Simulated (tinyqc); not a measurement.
MOS inversion layer, Poisson-Schroedinger loop: two steps of the calculation.

Electrons confined at an insulator interface at z = 0, treated as a hard wall; parabolic valleys, Hartree approximation, no image or exchange terms. The depletion charge lies far deeper than the electrons and gives a uniform field q Nd/(eps0 eps_r); the gate balances all charge. Energies are counted from the band edge at the interface.

Values chosen for this exercise; masses and permittivity close to those of silicon (100): relative permittivity eps_r = 11.8; mass along z of valley set A (2 valley(s)) mz1 = 0.905 m0; mass along z of valley set B (4 valley(s)) mz2 = 0.189 m0; sheet density of electrons Ns = 4.9e11 cm^-2; extra shift of set B (strain) dE = 0 eV; mesh step hz = 0.78 nm; mixing factor a = 0.7.

Constants: q = 1.602176634e-19 C, hbar = 1.054571817e-34 J s, m0 = 9.1093837015e-31 kg, eps0 = 8.8541878128e-14 F/cm where lengths are in cm, hbar^2/(2 m0) = 0.0380998212 eV nm^2. Results are converted to the units shown.

Question 1. Levels and probability densities. Tridiagonal Hamiltonian with psi = 0 one step beyond both ends: H_ii = C (1/m_(i-1/2) + 1/m_(i+1/2))/hz^2 + V0_i + U_i (+ dE for the set B), H_(i,i+1) = -C/(m_(i+1/2) hz^2), C = hbar^2/(2 m0). The lowest 2 level(s) of each valley set are kept, normalised to hz sum |psi|^2 = 1. The mass is the same on all intervals.

fixed potential V0, node 1 to 18 (eV): [0.01913790, 0.03827580, 0.05741369, 0.07655159, 0.09568949, 0.11482739, 0.13396529, 0.15310319, 0.17224108, 0.19137898, 0.21051688, 0.22965478, 0.24879268, 0.26793058, 0.28706847, 0.30620637, 0.32534427, 0.34448217]
self-consistent potential U at the start, node 1 to 18 (eV): [0, 0, 0, 0, 0, 0, 0, 0, 0, 0, 0, 0, 0, 0, 0, 0, 0, 0]

Find: levels; |psi|^2 of A1; |psi|^2 of A2; |psi|^2 of B1; |psi|^2 of B2.

Answer 1.

levels (eV): A1 0.0675, A2 0.1164, B1 0.1151, B2 0.2003
|psi|^2 of A1, node 1 to 18 (1/nm): [0.2950, 0.4989, 0.3258, 0.1236, 0.0318, 0.0060, 0.0009, 0.0001, 0.0000, 0.0000, 0.0000, 0.0000, 0.0000, 0.0000, 0.0000, 0.0000, 0.0000, 0.0000]
|psi|^2 of A2, node 1 to 18 (1/nm): [0.2485, 0.0879, 0.0577, 0.3273, 0.3305, 0.1647, 0.0518, 0.0115, 0.0019, 0.0003, 0.0000, 0.0000, 0.0000, 0.0000, 0.0000, 0.0000, 0.0000, 0.0000]
|psi|^2 of B1, node 1 to 18 (1/nm): [0.0697, 0.2040, 0.2857, 0.2750, 0.2054, 0.1265, 0.0664, 0.0304, 0.0124, 0.0045, 0.0015, 0.0005, 0.0001, 0.0000, 0.0000, 0.0000, 0.0000, 0.0000]
|psi|^2 of B2, node 1 to 18 (1/nm): [0.0664, 0.1403, 0.0950, 0.0119, 0.0172, 0.1086, 0.1965, 0.2192, 0.1818, 0.1215, 0.0683, 0.0332, 0.0142, 0.0054, 0.0019, 0.0006, 0.0001, 0.0000]

Question 2. Density, output potential and mixing. n_i = sum_k N_k |psi_k|^2 (converted to cm^-3). Hartree part by Gauss: on the interval before node i the electrons still beyond are S_i = Ns - hz sum_(j<i) n_j, and U_i = U_(i-1) + q S_i hz/(eps0 eps_r) in eV, U_0 = 0 at the interface. Mixing: U(new) = U + a (U(out) - U).

z, node 1 to 18 (nm): [0.78, 1.56, 2.34, 3.12, 3.9, 4.68, 5.46, 6.24, 7.02, 7.8, 8.58, 9.36, 10.14, 10.92, 11.7, 12.48, 13.26, 14.04]
N_k (cm^-2): A1 2.0669828e11, A2 4.7192078e10, B1 2.1839840e11, B2 1.7711238e10
U after round 1, node 1 to 18 (eV): [0.004102687, 0.007636935, 0.010184355, 0.011861925, 0.012870277, 0.013428280, 0.013726473, 0.013884673, 0.013966811, 0.014007341, 0.014025935, 0.014033776, 0.014036799, 0.014037861, 0.014038199, 0.014038294, 0.014038316, 0.014038319]
|psi|^2 of A1, node 1 to 18 (1/nm): [0.33064762, 0.51277427, 0.30399142, 0.10495403, 0.02471640, 0.00431134, 0.00058579, 0.00006415, 0.00000580, 0.00000044, 0.00000003, 0.00000000, 0.00000000, 0.00000000, 0.00000000, 0.00000000, 0.00000000, 0.00000000]
|psi|^2 of A2, node 1 to 18 (1/nm): [0.25925926, 0.06538337, 0.08819981, 0.35428835, 0.31644923, 0.14507411, 0.04275922, 0.00899846, 0.00143753, 0.00018156, 0.00001867, 0.00000160, 0.00000012, 0.00000001, 0.00000000, 0.00000000, 0.00000000, 0.00000000]
|psi|^2 of B1, node 1 to 18 (1/nm): [0.07532749, 0.21517465, 0.29298301, 0.27397156, 0.19920711, 0.11961395, 0.06141617, 0.02758312, 0.01100998, 0.00395253, 0.00128802, 0.00038385, 0.00010525, 0.00002668, 0.00000627, 0.00000136, 0.00000026, 0.00000004]
|psi|^2 of B2, node 1 to 18 (1/nm): [0.06876537, 0.14029569, 0.08904561, 0.00839375, 0.02235678, 0.11812271, 0.20278836, 0.21965148, 0.17845159, 0.11730081, 0.06504710, 0.03124090, 0.01322899, 0.00499897, 0.00169593, 0.00051323, 0.00013188, 0.00002215]

Give: n; U(out); U after round 2.

Answer 2.

n, node 1 to 18 (in units of 1e18 cm^-3): [0.9825, 1.5855, 1.3256, 0.9840, 0.6395, 0.3595, 0.1914, 0.1035, 0.0563, 0.0295, 0.0143, 0.0064, 0.0026, 0.0009, 0.0003, 0.0001, 0.0000, 0.0000]
U(out), node 1 to 18 (eV): [0.005861, 0.010805, 0.014270, 0.016499, 0.017809, 0.018523, 0.018901, 0.019101, 0.019204, 0.019254, 0.019277, 0.019287, 0.019291, 0.019292, 0.019292, 0.019293, 0.019293, 0.019293]
U after round 2, node 1 to 18 (eV): [0.005333, 0.009855, 0.013045, 0.015108, 0.016327, 0.016994, 0.017349, 0.017536, 0.017633, 0.017680, 0.017702, 0.017711, 0.017715, 0.017716, 0.017716, 0.017716, 0.017716, 0.017716]

Numbers from tinyqc (`OMP_NUM_THREADS=1 python tinyqc.py 2160033 2160034 out.jsonl`; about 0.8 s on one thread of a shared Intel Xeon 2.30GHz).
